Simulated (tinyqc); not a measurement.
X-ray reflectivity of a thin film on silicon: critical angles, Parratt recursion, fringes and roughness: one step, computed by the program tinyqc. Command: `OMP_NUM_THREADS=1 python tinyqc.py 3120159 3120160 out.jsonl xrr walk`. One thread of a shared host (Intel(R) Xeon(R) Processor @ 2.30GHz), about 0.01 s of CPU time with the checks.

n = 1 - delta + i beta; the classical electron radius is r_e = 2.8179403e-6 nm. Layer 0 is vacuum, 1 the film, 2 the substrate.

Question. Optical constants. delta = r_e lambda^2 rho_e/(2 pi), rho_e = density x electrons per mass x N_A; critical angle sqrt(2 delta), q_c = 4 sqrt(pi r_e rho_e).

Inputs (values chosen for the exercise, modelled on ruthenium on silicon, copper K-alpha radiation):
```
quantity                                        value    unit
wavelength lambda                             0.15406      nm
film density rho                                 12.1  g/cm^3
effective electrons per unit mass, film         0.434   mol/g
beta/delta, film                                0.091       -
substrate density                                2.33  g/cm^3
effective electrons per unit mass, substrate    0.507   mol/g
beta/delta, substrate                           0.023       -
```

Constants: N_A = 6.02214076e+23 1/mol.

Give: the table «Constants» with the columns rho_e (1/nm^3), delta, beta, critical angle (degrees), q_c (1/nm), for layer = film, substrate.

Answer.

Constants:
```
layer      rho_e (1/nm^3)      delta       beta  critical angle (degrees)  q_c (1/nm)
film                 3162  3.366e-05  3.063e-06                    0.4701      0.6693
substrate             711  7.573e-06  1.742e-07                    0.2230      0.3174
```
